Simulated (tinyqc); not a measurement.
Inside a calculation. Model: AlGaN/GaN HEMT with access regions, lumped model.

Numbers from tinyqc (`OMP_NUM_THREADS=1 python tinyqc.py 2570012 2570013 out.jsonl`; about 0.01 s on one thread of a shared Intel Xeon 2.30GHz). Printed values are rounded.

A polarisation-induced electron sheet under a Schottky gate, in series with two ungated access regions and contacts. Drift law v = mu E/(1 + mu E/vs) under the gate. Currents in mA/mm, resistances in ohm mm. No self-heating, no channel-length modulation; fits for polarisation, barrier and offset are chosen for the exercise.

Values chosen for this exercise; values close to those of AlGaN/GaN structures:
- x = 0.21 (aluminium share of the barrier)
- d = 12 nm (barrier thickness)
- eps_r = 9.3 (relative permittivity of barrier and channel)
- mu = 1200 cm^2/(V s) (channel mobility)
- vs = 1.2e7 cm/s (saturation velocity)
- Lg = 0.5 um (gate length)
- Ls = 0.5 um (source access length)
- Ld = 2 um (drain access length)
- Rc = 0.39 ohm mm (resistance of each contact)
- ft = 0 (share of the drain-access electrons removed by traps)
- Vg = 0.5 V (gate voltage)
- Vd = 1 V (drain voltage)
- Ec = 2.9 MV/cm (critical field)
- te = 0.37 um (depth over which the depleted charge spreads)
- tf = 50 nm (insulator under the field plate)
- ei = 7 (relative permittivity of that insulator)

Constants: q = 1.602176634e-19 C, eps0 = 8.8541878128e-14 F/cm where lengths are in cm. Results are converted to the units shown.

## Polarisation charge, threshold and sheet resistance

sigma = (5e13 x + 1.6e13 x^2) cm^-2, phiB = 0.84 + 1.3 x, dEc = 0.7 (1.71 x + x^2) in volts, Cb = eps0 eps_r/d, VT = phiB - dEc - q sigma/Cb, access density n0 = -Cb VT/q. Rsh = 1/(q mu n0); largest access current q n0 vs.

sigma = 1.120560e13 cm^-2
Cb = 0.6861996 uF/cm^2
VT = -1.785585 V
n0 = 7.647521e12 cm^-2
Rsh = 680.1234 ohm
q n0 vs = 1470.321 mA/mm

## Iteration 1: drain current

I at the start = 270 mA/mm

Access resistance R(L, n) = L/(q mu n sqrt(1 - (I/(q n vs))^2)); Rs = Rc + R(Ls, n0), Rd = Rc + R(Ld, (1 - ft) n0). Vg' = Vg - I Rs, Vd' = Vd - I (Rs + Rd); with u = Vg' - VT, Vc = vs Lg/mu and w the smaller of Vd' and Vc [sqrt(1 + 2 u/Vc) - 1] (0 if negative), the channel gives (mu Cb/Lg)(u w - w^2/2)/(1 + w/Vc). I(new) = I + 0.2 (channel current - I).

Rs = 0.7359445 ohm mm
Rd = 1.773778 ohm mm
Vg' = 0.3012950 V
Vd' = 0.3223749 V
channel current = 621.5987 mA/mm
I after iteration 1 = 340.3197 mA/mm

## Iteration 2: drain current

As before.

Rs = 0.7395540 ohm mm
Rd = 1.788216 ohm mm
Vg' = 0.2483152 V
Vd' = 0.1397500 V
channel current = 353.2811 mA/mm
I after iteration 2 = 342.9120 mA/mm

## Course of the iteration: drain current

Stop when I changes by less than 1e-6 mA/mm, or after 60 iterations. I must stay below q (1 - ft) n0 vs.

Course of the iteration:
```
iteration  I (mA/mm)  |change| (mA/mm)
1           340.3197              70.3
2           342.9120              2.59
3           342.3147             0.597
4           342.4581             0.143
5           342.4240            0.0341
6           342.4321           8.13e-3
7           342.4302           1.94e-3
8           342.4307           4.61e-4
9           342.4305           1.10e-4
10          342.4306           2.62e-5
11          342.4306           6.24e-6
12          342.4306           1.49e-6
13          342.4306           3.54e-7
```

Converged in 13 iterations. At the end each change is about 0.24 times the one before, with alternating sign: linear convergence. Of Vd, 13.4 % reaches the channel; the access current is 23 % of its limit.

## On-resistance and breakdown

sigma = (5e13 x + 1.6e13 x^2) cm^-2, phiB = 0.84 + 1.3 x, dEc = 0.7 (1.71 x + x^2) in volts, Cb = eps0 eps_r/d, VT = phiB - dEc - q sigma/Cb, access density n0 = -Cb VT/q. Ron = 2 Rc + Ls/(q mu n0) + Ld/(q mu (1 - ft) n0) + Lg/(mu Cb (Vg - VT)). Off state: a depleted stretch that holds the voltage V has the peak field sqrt(k V), k = 2 q n0/(eps0 eps_r te), so one edge holds V1 = Ec^2/k. The sheet under the plate pinches off at Vf = q n0 (1/Cb + tf/(eps0 ei)); beyond it the gate edge is screened. BV = V1 if Vf >= V1, else Vf + V1, and at most Ec Ld. Specific resistance Ron (Ls + Lg + Ld); figure of merit BV^2 over it.

Ron = 2.745977 ohm mm
Vf = 11.67008 V
V1 = 104.5607 V
BV = 116.2307 V
specific resistance = 0.08237932 mohm cm^2
figure of merit = 163.9924 MW/cm^2

The plate raises BV by a factor of 1.11.
